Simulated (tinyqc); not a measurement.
From results back to parameters: Shockley-Read-Hall recombination through one deep level. Three cases, with inputs chosen for the exercise.

Problem. Deep-level transient spectroscopy: the emission rate is en = gam sigma T^2 exp(-dE/kB T), dE = Ec - Et. Two rates were computed from hidden dE and sigma.

Constants: kB = 8.617333262e-05 eV/K.

Find: ln(en/T^2) at T1 and T2; dE; sigma.

Method. ln(en/T^2) against 1/T is a line of slope -dE/kB and intercept ln(gam sigma); plotting ln en alone would overstate dE by about 2 kB T.

Case 1.

Values chosen (out of a larger set: gap and densities of states near those of SiC at this temperature; not measured data): gam = 3.3e+21 1/(cm^2 s K^2) (vth Nc/T^2, which does not depend on T); T1 = 323 K; T2 = 386 K.

en(T1) = 58.9645 1/s
en(T2) = 4256.39 1/s

Solution.

ln(en/T^2) at T1 and T2: -7.4784  -3.5555

dE = 0.669 eV
sigma = 4.7e-15 cm^2

Case 2.

Values chosen (out of a larger set: gap and densities of states near those of GaN at this temperature; not measured data): gam = 3e+20 1/(cm^2 s K^2) (vth Nc/T^2, which does not depend on T); T1 = 293 K; T2 = 331 K.

en(T1) = 3.78750 1/s
en(T2) = 76.0216 1/s

Solution.

ln(en/T^2) at T1 and T2: -10.0286  -7.2732

dE = 0.606 eV
sigma = 3.9e-15 cm^2

Case 3.

Values chosen (out of a larger set: gap and densities of states near those of SiC at this temperature; not measured data): gam = 3.1e+21 1/(cm^2 s K^2) (vth Nc/T^2, which does not depend on T); T1 = 240 K; T2 = 284 K.

en(T1) = 19.2044 1/s
en(T2) = 1104.82 1/s

Solution.

ln(en/T^2) at T1 and T2: -8.0061  -4.2905

dE = 0.496 eV
sigma = 2.8e-15 cm^2

Computed by tinyqc, one run a case: `OMP_NUM_THREADS=1 python tinyqc.py N N+1 out.jsonl` with N = 1651636, 1651647, 1651687; one thread of a shared Intel(R) Xeon(R) Processor @ 2.30GHz, about 0.01 s a run at most.
